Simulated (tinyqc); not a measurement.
Complex band structure along [001] in sp3s* tight binding: one step. The px, py block. Two cases, with inputs chosen for the exercise.

Task: For px and py the determinant gives (E - Epa)(E - Epc) = Vxx^2 cos^2(phi) + Vxy^2 sin^2(phi). With phi = i kappa a/4 this is sinh^2(kappa a/4) = ((E - Epa)(E - Epc) - Vxx^2)/(Vxx^2 - Vxy^2), E = Ev + dE. Parameters in the order Esa, Epa, Esc, Epc, Exa, Exc, Vss, Vxx, Vxy, Vsapc, Vscpa, Vxapc, Vpaxc.

For k = (0, 0, kz) the phase sums are g0 = cos(phi) and g3 = i sin(phi), phi = kz a/4, and the s, pz, s* orbitals of anion (a) and cation (c) decouple from px, py. With z = exp(i phi), H(z) = H0 + z T + T^T/z for any complex z. H0 is diagonal (Esa, Epa, Exa, Esc, Epc, Exc). The anion-cation block is B(z) = z U + W/z and the cation-anion block z W^T + U^T/z, where U has Vss/2 (s,s), Vsapc/2 (s,z), -Vscpa/2 (z,s), Vxx/2 (z,z), Vxapc/2 (s*,z), -Vpaxc/2 (z,s*), and W has the same values with the s-z and s*-z signs reversed. |z| = 1 is a band state, |z| < 1 decays along [001] as exp(-kappa d) over a distance d, kappa = -(4/a) ln|z|. No spin-orbit coupling.

Give: sinh^2(kappa a/4); kappa of the heavy-hole branch.

Case 1.

Values chosen (out of a larger set: near a published set for GaSb, fitted to gaps, whose masses and valley positions are rough (light masses up to twice too heavy); not measured data): p = (-7.365, 0.849, -3.904, 2.917, 6.607, 6, -6.187, 1.566, 4.141, 4.986, 4.662, 5.001, 4.264) eV (order Esa, Epa, Esc, Epc, Exa, Exc, Vss, Vxx, Vxy, Vsapc, Vscpa, Vxapc, Vpaxc); dE = 0.21 eV (E - Ev); a = 6.102 angstrom (lattice constant).

Ev = 0.006431 eV

Result:

sinh^2(kappa a/4) = 0.05063
kappa of the heavy-hole branch = 0.1463 1/angstrom

This branch decays faster than the slowest root of the s-pz block (0.0474), by a factor 3.08 in kappa.

Case 2.

Values chosen (out of a larger set: near a published set for Ge, fitted to gaps, whose masses and valley positions are rough (light masses up to twice too heavy); not measured data): p = (-5.901, 1.597, -5.901, 1.597, 6.315, 6.315, -6.76, 1.625, 4.904, 5.423, 5.423, 5.191, 5.191) eV (order Esa, Epa, Esc, Epc, Exa, Exc, Vss, Vxx, Vxy, Vsapc, Vscpa, Vxapc, Vpaxc); dE = 0.2 eV (E - Ev); a = 5.657 angstrom (lattice constant).

Ev = -0.028000 eV

Result:

sinh^2(kappa a/4) = 0.02849
kappa of the heavy-hole branch = 0.1188 1/angstrom

This branch decays faster than the slowest root of the s-pz block (0.0469), by a factor 2.54 in kappa.

Computed by tinyqc, one run a case: `OMP_NUM_THREADS=1 python tinyqc.py N N+1 out.jsonl` with N = 1450399, 1450451; one thread of a shared Intel(R) Xeon(R) Processor @ 2.30GHz, about 0.02 s a run at most.
